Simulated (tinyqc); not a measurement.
Phase shift across the band: Koster-Slater impurity in a tight-binding band, by Green functions and by supercells. Computed by tinyqc, a small Python program. Command: `OMP_NUM_THREADS=1 python tinyqc.py 3013276 3013277 out.jsonl kosterslater walk`. One thread of a shared host (Intel(R) Xeon(R) Processor @ 2.30GHz), about 0.04 s of CPU time with the checks.

One orbital per site, e(k) = -2 t sum cos(k_i) over 3 direction(s), band from -6 t to 6 t, lattice constant 1. One site has the extra energy U. Spin is left out.

Inputs (values chosen for the exercise, for a model band): hopping t = 1.5 eV; impurity potential U = -7.94 eV; broadening eta = 0.15 eV.

Lattice: simple cubic.

Method:
- Outside the band G0(E) = (1/pi) int_0^pi dk (2/(pi z)) K(16 t^2/z^2), z = E + 2 t cos k, K the complete elliptic integral with parameter m; 200 Gauss-Legendre points.
- A bound state solves 1/U = G0(E).
- Bisection in ln(distance from the edge) between 1e-5 t and |U| + t. Weight on the impurity site: -1/(U^2 dG0/dE), by a central difference with step min(1e-4 t, distance/30). Decay length along an axis: 1/arccosh(1 + distance/(2 t)).
- Inside the band G0(z), z = E + i eta, comes from the chain form 1/(sqrt(y - 2t) sqrt(y + 2t)) (principal roots) at y = z + 2 t cos k + 2 t cos k', averaged over k and k' in (0, pi) with 200 Gauss-Legendre points each.
- delta/pi = -arg(1 - U G0)/pi counts the states added below E (Friedel); host DOS = -Im G0/pi, DOS on the impurity = -Im[G0/(1 - U G0)]/pi; 13 evenly spaced energies from -(band edge + |U| + 2t) to +(band edge + |U| + 2t).

distance from the band edge = 0.883963 eV

level E_b = -9.88396 eV

Across the spectrum:
```
E (eV)   Re G0 (1/eV)  host DOS (1/eV)  DOS on the impurity (1/eV)  delta/pi
-19.940      -0.05201         0.000134                      0.0004   0.00182
-16.617      -0.06355         0.000205                      0.0008   0.00329
-13.293      -0.08248         0.000364                      0.0031   0.00837
-9.970       -0.12382         0.001062                      1.0772   0.31960
-6.647       -0.17874         0.026803                      0.0430   0.67826
-3.323       -0.19500         0.073360                      0.0201   0.59267
0.000         0.00000         0.093163                      0.0146   0.37065
3.323         0.19500         0.073360                      0.0075   0.19823
6.647         0.17874         0.026803                      0.0043   0.08583
9.970         0.12382         0.001062                      0.0003   0.00425
13.293        0.08248         0.000364                      0.0001   0.00175
16.617        0.06355         0.000205                      0.0001   0.00108
19.940        0.05201         0.000134                      0.0001   0.00076
```

What does the comparison show, and why?

delta/pi starts and ends near zero (+0.002 and +0.001): the impurity moves states but creates none. delta/pi rises at the bound state below the band (-9.884 eV), reaches 0.68 among these rows (1 in the limit of small eta, just above the level) and is paid back by the top of the band.

Extremes, crossings and ranges named in words are read from the listed rows.
